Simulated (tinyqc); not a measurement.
Inside a calculation. Method: CIS and TDHF on RHF in the sto-3g basis, for H6, spin multiplicity 1. One step of it, computed by the program tinyqc.

Question. CIS triplet states. Diagonalise A (1 hartree = 27.211386 eV); each vector has its largest component positive (the first on a tie).

CIS matrix A, triplet (hartree):
```
           1>4        1>5        1>6        2>4        2>5        2>6        3>4        3>5
1>4   0.714201   0.000000  -0.080789   0.000000  -0.132128   0.000000  -0.049786   0.000000
1>5   0.000000   0.993507   0.000000  -0.132128   0.000000   0.132683   0.000000   0.064156
1>6  -0.080789   0.000000   1.163847   0.000000   0.132683   0.000000  -0.138488   0.000000
2>4   0.000000  -0.132128   0.000000   0.699924   0.000000   0.065586   0.000000   0.141431
2>5  -0.132128   0.000000   0.132683   0.000000   0.858491   0.000000   0.141431   0.000000
2>6   0.000000   0.132683   0.000000   0.065586   0.000000   1.187146   0.000000  -0.136690
3>4  -0.049786   0.000000  -0.138488   0.000000   0.141431   0.000000   0.575893   0.000000
3>5   0.000000   0.064156   0.000000   0.141431   0.000000  -0.136690   0.000000   0.834302
3>6  -0.138488   0.000000  -0.086134   0.000000  -0.136690   0.000000  -0.055614   0.000000

           3>6
1>4  -0.138488
1>5   0.000000
1>6  -0.086134
2>4   0.000000
2>5  -0.136690
2>6   0.000000
3>4  -0.055614
3>5   0.000000
3>6   1.030967
```

Give: triplet excitation energies; lowest vectors.

Answer.

triplet excitation energies (eV): [12.7342, 14.1366, 15.1836, 24.6143, 25.7002, 27.5871, 29.4605, 34.7490, 35.1113]

lowest vectors, order 1>4, 1>5, 1>6, 2>4, 2>5, 2>6, 3>4, 3>5, 3>6:
$$\begin{pmatrix}
0.1258 & 0.0000 & 0.7855 & 0.0000 & -0.5185 & 0.0000 \\
0.0000 & 0.3464 & 0.0000 & -0.0001 & 0.0000 & 0.8554 \\
0.2663 & 0.0000 & 0.0592 & 0.0000 & -0.2614 & 0.0000 \\
0.0000 & 0.7456 & 0.0000 & 0.6022 & 0.0000 & -0.2820 \\
-0.3431 & 0.0000 & 0.4820 & 0.0000 & 0.6753 & 0.0000 \\
0.0000 & -0.2471 & 0.0000 & 0.2301 & 0.0000 & -0.3013 \\
0.8887 & 0.0000 & 0.0243 & 0.0000 & 0.3928 & 0.0000 \\
0.0000 & -0.5129 & 0.0000 & 0.7645 & 0.0000 & 0.3129 \\
0.0762 & 0.0000 & 0.3829 & 0.0000 & 0.2292 & 0.0000
\end{pmatrix}$$
